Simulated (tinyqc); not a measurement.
Fully depleted semiconductor-on-insulator film with two gates, non-linear Poisson equation by Newton steps: one step of the calculation.

One dimension across the film, front interface at x = 0, back interface at x = ts. psi is counted from the intrinsic level, n = ni exp(psi/Vt) (source grounded), holes neglected, acceptors ionised. Gates act through Cox = eps0 eox/tox and Cbox = 3.9 eps0/tb with potentials G1 = Vg - (phiM - chi - Vt ln(Nc/ni)) and G2 = Vb - (phiB - chi - Vt ln(Nc/ni)). Classical Boltzmann densities, no interface charge, no depletion in the back plane.

Task. Capacitances and gate potentials. ni = sqrt(Nc Nv) exp(-Eg/(2 Vt)), Eg in volts; Cox, Cbox, G1, G2 as defined; Cs = eps0 eps_r/ts; a = eps0 eps_r/h with h = ts/11; coupling ratio of a depleted film Cs Cbox/(Cox (Cs + Cbox)).

Inputs (values chosen for the exercise); band and dielectric values close to those of silicon:
```
symbol    value   unit                                                                 meaning
T           250      K                                                             temperature
Eg         1.13     eV                                                                band gap
eps_r      11.8                                                          relative permittivity
Nc      2.13e19  cm^-3                                  conduction-band density of states at T
Nv         2e19  cm^-3                                     valence-band density of states at T
chi        3.99     eV                                                       electron affinity
eox         3.9         relative permittivity of the gate insulator (close to silicon dioxide)
tox         1.7     nm                                                     insulator thickness
ts           29     nm                                                          film thickness
tb           22     nm                                      buried-oxide thickness (eps_r 3.9)
phiM       4.46     eV                                         work function of the front gate
phiB       4.04     eV                                         work function of the back plane
Vb            0      V                                                       back-gate voltage
Vg         0.97      V                                                      front-gate voltage
```

Constants: q = 1.602176634e-19 C, kB = 1.380649e-23 J/K, Vt = kB T/q, eps0 = 8.8541878128e-14 F/cm where lengths are in cm. Results are converted to the units shown.

Give: ni; Cox; Cbox; Cs; a; G1; G2; coupling ratio.

Result.

ni = 8.410e7 cm^-3
Cox = 2.031 uF/cm^2
Cbox = 0.1570 uF/cm^2
Cs = 0.3603 uF/cm^2
a = 3.963 uF/cm^2
G1 = 1.066 V
G2 = 0.5157 V
coupling ratio = 0.05382

Range of the model: In so thin a film or at such density quantum confinement moves the charge away from the interfaces and raises the threshold.

tinyqc, about 0.5 s, one thread, Intel Xeon 2.30GHz (shared host): `OMP_NUM_THREADS=1 python tinyqc.py 2190112 2190113 out.jsonl`
